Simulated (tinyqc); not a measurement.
Changing the temperature T: one anharmonic mode: perturbation theory, self-consistent phonons and exact levels. Computed by tinyqc, a small Python program. Command: `OMP_NUM_THREADS=1 python tinyqc.py 3017452 3017453 out.jsonl scp sweep`. One thread of a shared host (Intel(R) Xeon(R) Processor @ 2.30GHz), about 0.09 s of CPU time with the checks.

V(x) = k x^2/2 + b x^4 for one coordinate x of mass M. A constant K > 0 gives hbar Omega = sqrt((hbar^2/u) K/M) with K in eV/angstrom^2 and M in u.

Inputs (values chosen for the exercise, for a model mode): mode mass M = 114 u; harmonic constant k = -9.29 eV/angstrom^2; quartic constant b = 2210 eV/angstrom^4; mixing = 0.15.

Shape: double well.

Constants: hbar^2/u = 4.18015928e-03 eV angstrom^2; k_B = 8.617333262e-05 eV/K.

Method:
- Self-consistent phonon, centred at x = 0: K = k + 12 b <x^2>, <x^2> = (hbar Omega/(2K)) coth(hbar Omega/(2 k_B T)).
- Start at K = |k|; K(new) = K + mixing x (K_out - K), but at least K/20; stop when |K_out - K| < 1e-9 |k| or after 90 steps.
- Its free energy is F = k_B T ln[2 sinh(hbar Omega/(2 k_B T))] + (k - K)<x^2>/2 + 3 b <x^2>^2, an upper bound to the exact one.
- Basis: oscillator states n of the constant |k|, with x = s (a + a+), s^2 = hbar Omega/(2|k|); H = hbar Omega (n + 1/2) + (k - |k|) x^2/2 + b x^4, with exact matrix elements of x^2 and x^4.
- Exact values use 120 basis states: F = -k_B T ln sum exp(-E_n/(k_B T)), and <x^2> is the Boltzmann mean.

One run for each value; columns: (1) temperature T (K); (2) self-consistent quantum (meV); (3) self-consistent <x^2> (angstrom^2); (4) exact <x^2> (angstrom^2); (5) self-consistent free energy (meV); (6) exact free energy (meV):
```
(1)      (2)        (3)        (4)      (5)      (6)
52    21.974  0.0008468  0.0009364     6.20     5.74
78    22.536  0.0008726  0.0009841     5.98     5.44
120   23.884  0.0009369  0.0010897     5.04     4.26
170   25.550  0.0010216  0.0012152     3.04     1.94
260   28.184  0.0011672  0.0014123    -2.43    -4.10
380   31.020  0.0013398  0.0016311   -12.46   -14.84
570   34.504  0.0015746  0.0019172   -32.78   -36.19
850   38.379  0.0018650  0.0022636   -69.57   -74.41
1300  42.985  0.0022504  0.0027184  -140.20  -147.22
```

Over the rows, self-consistent quantum (meV) rises from 22.0 to 43.0 (exponent d ln y / d ln x 0.062 between the first rows and 0.27 between the last); self-consistent <x^2> (angstrom^2) rises from 8.47e-4 to 0.00225 (exponent d ln y / d ln x 0.074 between the first rows and 0.44 between the last); exact <x^2> (angstrom^2) rises from 9.36e-4 to 0.00272 (exponent d ln y / d ln x 0.12 between the first rows and 0.43 between the last). Heating widens the self-consistent distribution, and the quartic term then stiffens the mode: the way a soft mode is stabilised at high temperature.
